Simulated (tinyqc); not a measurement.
Worked calculation: G0W0 on RHF in the 6-31g basis, for H-, spin multiplicity 1. The basis has no diffuse functions, so it cannot describe the extra electron: this is an exercise in the method, not the real anion. One step of it, computed by the program tinyqc.

Question. Screening: direct RPA. With D = e_a - e_i and K = (ia|jb): diagonalise D^(1/2) (D + 4K) D^(1/2) = Z w^2 Z^T; X + Y = D^(1/2) Z w^(-1/2), each column of Z with its largest component positive (the first on a tie); E_c = (sum w - tr (D + 2K)) / 2.

orbital energies (hartree): MO1 0.055212, MO2 1.486923

Two-electron integrals over orbitals (pq|rs), unique and non-zero (hartree):
```
(11|11) 0.532867   (21|11) 0.138978   (21|21) 0.136050   (22|11) 0.591309
(22|21) 0.243852   (22|22) 0.778941
```

Give: D^(1/2) (D + 4K) D^(1/2); excitation energies w; X + Y; RPA correlation energy.

Answer.

D^(1/2) (D + 4K) D^(1/2) (hartree^2):
```
        1>2
1>2  2.8289
```

excitation energies w (hartree): 1.6819

X + Y:
```
          1
1>2  0.9226
```

RPA correlation energy = -0.010934 hartree
